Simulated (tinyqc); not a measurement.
# Trapped share and trap depth from dynamic on-resistance

Question. Traps remove the share ft of the electrons in the drain access (length Ld, sheet resistance Rsh before stress), so Ron grows by Rsh Ld ft/(1 - ft). The recovery time goes as T^(-2) exp(q Ea/(kB T)). Find ft and Ea.

Inputs (values chosen for the exercise):
- Ld = 8 um (drain access length)

Constants: q = 1.602176634e-19 C, kB = 1.380649e-23 J/K. Results are converted to the units shown.

Ron before and just after an off-state stress (ohm mm): 5.1967762  7.1037344
Rsh = 329.17729 ohm
recovery times at 340 and 410 K (s): 10  0.054560707

Solution. The rise of Ron over Rsh Ld is ft/(1 - ft); ln(t T^2) is linear in 1/T.

ft = 0.420
Ea = 0.830 eV

Computed by the program tinyqc: `OMP_NUM_THREADS=1 python tinyqc.py 2570035 2570036 out.jsonl`, one thread of a shared Intel Xeon 2.30GHz, about 0.02 s for the whole run.
